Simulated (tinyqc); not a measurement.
Comparisons within one model: Boltzmann transport in a parabolic band with a power-law relaxation time. A value that a table varies takes the place of the one given here.

F_j(eta) = (1/Gamma(j + 1)) integral_0^infinity x^j dx/(1 + exp(x - eta)), which tends to exp(eta) for eta << 0.

n = N F_1/2(eta) with N = 2 (m kB T/(4 pi c))^(3/2) with c = hbar^2/2m0, in 1/angstrom^3; times 1e24 for 1/cm^3, m = md.

tau = tau0 x^r with x = E/kT. With K_j = Gamma(j + 1) F_j(eta): <tau> = tau0 (r + 3/2) K_(r+1/2)/((3/2) K_(1/2)); mu = <tau>/(mc m0/e), m0/e = 5.685630e-12 kg/C; Hall factor rH = (3/2) K_(1/2) (2r + 3/2) K_(2r+1/2)/((r + 3/2) K_(r+1/2))^2; Seebeck S = -(kB/e) [(r + 5/2) K_(r+3/2)/((r + 3/2) K_(r+1/2)) - eta]; Lorenz number L = (kB/e)^2 [(r + 7/2) K_(r+5/2)/((r + 3/2) K_(r+1/2)) - ((r + 5/2) K_(r+3/2)/((r + 3/2) K_(r+1/2)))^2]; kB/e in V/K. Valley anisotropy is left out of rH.

Constants: hbar^2/2m0 = 3.80998211 eV angstrom^2; kB = 8.617333262e-05 eV/K.

Parameters, chosen for this exercise (masses near those of Si; tau0 is set for a mobility of the usual size at this n, kL is a free input; freeze-out and phonon drag, which matter near 77 K, are left out; not measured data):
```
symbol  value    unit     meaning
md      1.039    m0       density-of-states mass
mc      0.2538   m0       conductivity mass
tau0    24       fs       tau at E = kT
r       -0.5              exponent of tau
T       300      K
kL      58       W/(m K)  lattice thermal conductivity
ta      200      fs       acoustic tau at E = kT and 300 K
ti      17       fs       impurity tau at E = kT and 300 K
n       2.9e+20  1/cm^3   electron density
```

## Doping: the thermoelectric optimum

tau0 is held fixed. sigma = e n mu with e = 1.602176634e-19 C; ZT = S^2 sigma T/(kL + L sigma T).

Results:
```
n (1/cm^3)    eta  mu (cm^2/(V s))  sigma (S/cm)     rH  S (microvolt/K)  L (1e-8)  S^2 sigma (mW/(m K^2))       ZT
3.0e+17     -4.48              125          6.00  1.177             -559     1.487                   0.188  0.00097
8.0e+17     -3.49              125          16.0  1.176             -475     1.491                   0.360   0.0019
3.0e+18     -2.14              123          59.2  1.170             -362     1.506                   0.774   0.0040
8.0e+18     -1.09              120           154  1.159             -280     1.539                    1.20   0.0062
2.0e+19     -0.02              114           364  1.135             -206     1.611                    1.54   0.0079
3.0e+19      0.51              109           524  1.120             -175     1.665                    1.60   0.0083
7.0e+19      1.87             95.5      1.07e+03  1.080             -117     1.838                    1.46   0.0075
1.0e+20      2.59             88.6      1.42e+03  1.063              -96     1.935                    1.30   0.0066
3.0e+20      5.94             65.9      3.17e+03  1.021              -47     2.239                   0.711   0.0035
7.0e+20     10.62             50.5      5.66e+03  1.007              -27     2.372                   0.403   0.0019
```

|S| falls by 197 microvolt/K from the first to the third row (198 a decade in the non-degenerate range; holes, which count near the intrinsic density, and non-parabolicity are left out). The power factor peaks at 3e+19 1/cm^3 of those listed (eta = 0.51, S = -175); ZT is largest at 3e+19 1/cm^3 (eta = 0.51). mu changes by a factor 0.40 over the table and rH goes from 1.177 to 1.007. A real tau0 would fall with doping.

## The scattering mechanism

eta = 5.80222

Same eta for each exponent.

Results:
```
r                                     mechanism  <tau>/tau0     rH  S (microvolt/K)  L (1e-8 W ohm/K^2)
-0.5                           acoustic phonons       0.400  1.022            -48.5               2.231
0.0                  a constant relaxation time       1.000  1.000            -69.1               2.265
0.5   polar optical or piezoelectric scattering       2.547  1.018            -89.2               2.335
1.5                          ionised impurities      17.415  1.159           -128.8               2.562
```

From r = -1/2 to 3/2 |S| grows by 80.3 microvolt/K, against 2 kB/e = 172.3 in the non-degenerate limit: scattering that favours fast electrons raises the mean energy carried. rH is 1 only for constant tau and reaches 1.159 for r = 3/2; L spans 2.231 to 2.562 against the metallic 2.443.

## Mobility against temperature (two scattering mechanisms together, and the Matthiessen rule)

Non-degenerate electrons. 1/tau(x) = x^(1/2)/tA + 1/(tI x^(3/2)), x = E/kT, with tA = ta (T/300)^(-3/2) and tI = ti (T/300)^(3/2) (the screening logarithm is held fixed). <tau> = integral x^(3/2) tau exp(-x) dx/Gamma(5/2); mu = <tau>/(mc m0/e), m0/e = 5.685630e-12 kg/C. Matthiessen: 1/mu = 1/muA + 1/muI with <tau>A = tA Gamma(2)/Gamma(5/2), <tau>I = tI Gamma(4)/Gamma(5/2).

rH = <tau^2>/<tau>^2. ta and ti are inputs of their own, not tied to tau0.

Mobilities (cm^2/(V s)):
```
T (K)  acoustic  impurity  Matthiessen  exact     rH  Matthiessen/exact
40     2.14e+04      25.9         25.9   25.8  1.921              1.003
60     1.17e+04      47.6         47.4   46.9  1.894              1.009
80     7.57e+03      73.2         72.5   71.0  1.849              1.021
120    4.12e+03       135          130    122  1.716              1.065
160    2.68e+03       207          192    170  1.567              1.130
220    1.66e+03       334          278    223  1.381              1.244
300    1.04e+03       532          352    258  1.221              1.367
400         677       819          371    260  1.116              1.423
550         420  1.32e+03          319    231  1.050              1.377
```

The exact mobility peaks at 400 K of those listed. The two mechanisms are equal between 300 and 400 K. The rule overestimates everywhere, most at 400 K (by 42 %), since impurities stop the slow electrons and phonons the fast ones. rH runs between 1.050 and 1.921; the pure limits are 1.178 and 1.933, and the mixture dips below both, since the opposite energy slopes of the two rates leave tau nearly constant. Optical and intervalley phonons, left out, lower real mobilities above about 150 K.

## What moves the coefficients

sigma = e n mu with e = 1.602176634e-19 C; ZT = S^2 sigma T/(kL + L sigma T). Each row changes one parameter from the base and keeps the others.

Results:
```
case                mu (cm^2/(V s))  sigma (S/cm)  S (microvolt/K)       ZT
base                          66.56          3093            -48.5  0.00363
md = 1.351 m0                 74.64          3468            -63.0  0.00686
mc = 0.3299 m0                51.21          2379            -48.5  0.00282
n = 5.8e+20 1/cm^3            53.62          4983            -30.3  0.00223
tau0 = 36 fs                  99.84          4639            -48.5  0.00535
kL = 29 W/(m K)               66.56          3093            -48.5  0.00702
T = 350 K                     71.26          3311            -56.6  0.00614
```

The largest shifts from the base row, up to three for each result and ties (the steps differ in size, so this ranks the rows, not the parameters). mu (cm^2/(V s)): tau0 +33.3, mc -15.4, n -12.9; unchanged at the printed digits by kL. sigma (S/cm): n +1.89e+03, tau0 +1.55e+03, mc -713; unchanged at the printed digits by kL. S (microvolt/K): n +18.2, md -14.5, T -8.1; unchanged at the printed digits by mc, tau0 and kL. ZT: kL +0.00339, md +0.00323, T +0.00250. The row for T keeps tau0 fixed; for phonon scattering tau0 itself falls as T rises.

tinyqc: `OMP_NUM_THREADS=1 python tinyqc.py 1651736 1651737 out.jsonl`; about 0.01 s, one thread, shared Intel(R) Xeon(R) Processor @ 2.30GHz.
